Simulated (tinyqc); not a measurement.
Inside a calculation. Model: Keating valence-force model of a tetrahedral crystal. Computed by tinyqc, a small Python program that keeps every step. Command: `OMP_NUM_THREADS=1 python tinyqc.py 3031039 3031040 out.jsonl keating walk`. One thread of a shared host (Intel(R) Xeon(R) Processor @ 2.30GHz), about 0.03 s of CPU time with the checks. Intermediate numbers are printed to about 6 digits and carried at full precision; extremes and crossings named in words are read from the listed rows.

Atom A sits at 0 and atom B at a/4 (1,1,1) of an fcc lattice; the four bonds from A are t = a/4 (1,1,1), a/4 (1,-1,-1), a/4 (-1,1,-1), a/4 (-1,-1,1), of length d = sqrt(3) a/4. Energy: E = (3 alpha/(8 d^2)) sum over bonds (r.r - d^2)^2 + (3 beta/(8 d^2)) sum over pairs of bonds at one atom (r_i.r_j + d^2/3)^2, with beta_A for the six pairs at A and beta_B for the six at B. The cell holds two atoms, Omega = a^3/4. 1 N/m = 1 J/m^2.

Inputs (values chosen for the exercise, for a model crystal): lattice constant a = 6.073 angstrom; mass M_A = 47.5 u; mass M_B = 37.7 u; bond stretching alpha = 33.2 N/m; bond bending beta_A = 10.2 N/m; bond bending beta_B = 10.2 N/m; Born charge Z* = 2.34 e; eps_inf = 8.13; mesh divisions n = 8; temperature T = 150 K.

Structure: zinc blende.

wave vector q (2 pi/a): [0.64, 0.42, 0.28]

Constants: 1 eV/angstrom^2 = 16.02176634 J/m^2; nu for 1 eV/(angstrom^2 u) = 15.6333042 THz; 1 THz = 33.35640952 1/cm; e^2/(4 pi eps_0) = 14.39964548 eV angstrom; u = 1.6605390666e-27 kg; h x 1 THz = 4.135667696 meV; k_B = 8.617333262e-05 eV/K.

## Dynamical matrix at q

With displacements u exp(i q.r), each bracket changes by g.u, where g = (g_A, g_B): bond t, g = (-2 t, 2 t exp(i q.t)); pair (i, j) at A, g = (-(t_i + t_j), t_i exp(i q.t_j) + t_j exp(i q.t_i)); pair at B, g = (-t_i exp(-i q.t_j) - t_j exp(-i q.t_i), t_i + t_j). Then D_mn = sum over the 4 bonds and 12 pairs of (4 k/a^2) conj(g_m) g_n / sqrt(M_m M_n), with k = alpha or beta converted to eV/angstrom^2. Only the short-range forces enter; the Coulomb field of the charges is left out.

D(q) (eV/(angstrom^2 u)), rows A x, A y, A z, B x, B y, B z:
```
[[0.248695, 0.011746+0.006965i, 0.009344+0.013802i, -0.098090+0.056417i, 0.063538-0.024461i, 0.038545-0.040322i],
 [0.011746-0.006965i, 0.237171, 0.010003+0.004714i, 0.063538-0.024461i, -0.098090+0.056417i, 0.018974-0.081912i],
 [0.009344-0.013802i, 0.010003-0.004714i, 0.241607, 0.038545-0.040322i, 0.018974-0.081912i, -0.098090+0.056417i],
 [-0.098090-0.056417i, 0.063538+0.024461i, 0.038545+0.040322i, 0.313342, 0.014800-0.008776i, 0.011773-0.017390i],
 [0.063538+0.024461i, -0.098090-0.056417i, 0.018974+0.081912i, 0.014800+0.008776i, 0.298822, 0.012603-0.005940i],
 [0.038545+0.040322i, 0.018974+0.081912i, -0.098090-0.056417i, 0.011773+0.017390i, 0.012603+0.005940i, 0.304412]]
```

## Frequencies at q

Diagonalise the Hermitian matrix D. An eigenvalue lambda of D in eV/(angstrom^2 u) gives nu = 15.6333042 THz x sqrt(lambda). The weight on A is the sum of |e|^2 over the three components of atom A.

frequencies (THz): [4.1479, 4.6829, 7.6047, 9.1472, 10.4418, 10.5895]

weights on atom A: [0.579139, 0.586997, 0.797915, 0.212277, 0.422628, 0.401045]

The top mode has 40 % of its weight on A, the heavier atom.

## Elastic constants and internal strain

beta = (beta_A + beta_B)/2; C11 = (alpha + 3 beta)/a, C12 = (alpha - beta)/a, C44 = 4 alpha beta/(a (alpha + beta)); with the two sublattices clamped C44(0) = (alpha + beta)/a; internal-strain parameter zeta = (alpha - beta)/(alpha + beta); B = (C11 + 2 C12)/3.

C11 = 105.055 GPa

C12 = 37.8726 GPa

C44 = 51.3931 GPa

clamped C44(0) = 71.4639 GPa

internal-strain parameter zeta = 0.529954

bulk modulus B = 60.2668 GPa

Letting the sublattices shift lowers C44 by 28 %, which is zeta^2. A shear is shared between bond lengths and angles. The model fixes 2 C44 (C11 + C12)/((C11 - C12)(C11 + 3 C12)) = 1.000 whatever alpha and beta are.

## Optical mode at the zone centre

beta = (beta_A + beta_B)/2; mu = M_A M_B/(M_A + M_B); lambda = 4 (alpha + beta)/mu with the springs in eV/angstrom^2; nu = 15.6333042 THz x sqrt(lambda).

reduced mass mu = 21.0182 u

nu_TO at G = 11.2246 THz

the same as a wavenumber = 374.414 1/cm

## LO-TO splitting

The long-range field adds 4 pi Z*^2 (e^2/(4 pi eps_0))/(eps_inf Omega mu) to lambda for the longitudinal mode at q -> 0; lambda = (nu/15.6333042 THz)^2; eps_0 = eps_inf (nu_LO/nu_TO)^2 (Lyddane-Sachs-Teller; here eps_0 is the static dielectric constant).

nu_LO at G = 12.3004 THz

static dielectric constant = 9.76307

The splitting is 9.6 % of nu_TO, and the lattice adds 1.63 to the dielectric constant.

## Frequencies at the zone boundary

The formulas are those given above.

Frequencies (THz) at points given in 2 pi/a:
```
point                 nu 1     nu 2     nu 3     nu 4     nu 5     nu 6
X (1, 0, 0)        5.38984  5.38984  8.29777  9.31402   9.8459   9.8459
L (0.5, 0.5, 0.5)  3.81840  3.81840  8.08539  9.10096  10.5552  10.5552
W (1, 0.5, 0)      5.88587  6.03132  7.46661  8.38108  10.1350  10.3855
K (0.75, 0.75, 0)  4.98306  6.44523  7.57002  8.57305  10.0579  10.4220
```

At X the two longitudinal modes are split (8.30 and 9.31 THz) because each moves one sublattice alone.

## Lowest frequency at X

Take the lowest frequency at X = (1, 0, 0) 2 pi/a, the transverse acoustic (TA) mode.

TA frequency at X = 5.38984 THz

## Transverse acoustic branch against its sound line

The sound line is nu = v q/(2 pi) with v = sqrt(C44/rho), rho = (M_A + M_B)/Omega; the clamped line uses C44(0).

Frequencies (THz) along G-X; columns: (1) q (2 pi/a); (2) lowest branch; (3) sound line, relaxed C44; (4) sound line, clamped C44(0); (5) third-lowest frequency; (6) highest frequency:
```
(1)       (2)      (3)      (4)      (5)      (6)
0.05  0.37114  0.37132  0.43787  0.53062  11.2202
0.15  1.10911  1.11396  1.31360  1.58526  11.1845
0.30  2.18837  2.22793  2.62719  3.12652  11.0599
0.45  3.20373  3.34189  3.94079  4.58196  10.8392
0.60  4.11039  4.45586  5.25438  5.91320  10.5075
0.75  4.84143  5.56982  6.56798  7.08201  10.1269
0.90  5.29623  6.68378  7.88158  8.01276   9.8966
1.00  5.38984  7.42643  8.75731  8.29777   9.8459
```

At small q the branch follows the relaxed line (1.000 of it, against 0.848 of the clamped one): in a long shear wave the sublattices shift against each other. At X it reaches 73 % of the relaxed line. Real tetrahedral semiconductors have flatter TA branches than a Keating model fitted to their elastic constants, which needs longer-ranged terms to mend.

## Thermal sums on a mesh

Mesh: q = sum_i (m_i + 1/2)/n b_i, m_i = 0..n-1, with b = [[-1, 1, 1], [1, -1, 1], [1, 1, -1]] in 2 pi/a; sums over the six modes are averaged over the n^3 points and halved, per atom. With x = h nu/(k_B T) and n = 1/(exp(x) - 1) for each mode: F = k_B T [x/2 + ln(1 - exp(-x))], U = k_B T x (n + 1/2), S/k_B = x n - ln(1 - exp(-x)), C/k_B = x^2 n (n + 1). The acoustic share counts the three lowest modes at each q; zero-point energy = sum h nu/2.

free energy F = 41.9238 meV/atom

entropy S = 1.25024 k_B/atom

heat capacity C = 1.85152 k_B/atom

acoustic share of C = 0.641527

zero-point energy = 47.6578 meV/atom

C is 62 % of the classical value; the optical modes are partly excited.

Checks made by the program: slopes of the acoustic branches along [110] against C11, C12 and the relaxed C44 (relative difference 1e-06); zone-centre optical mode against D(q = 0) (relative difference below 1e-10); longitudinal modes at X against the diagonal of D (relative difference below 1e-10).
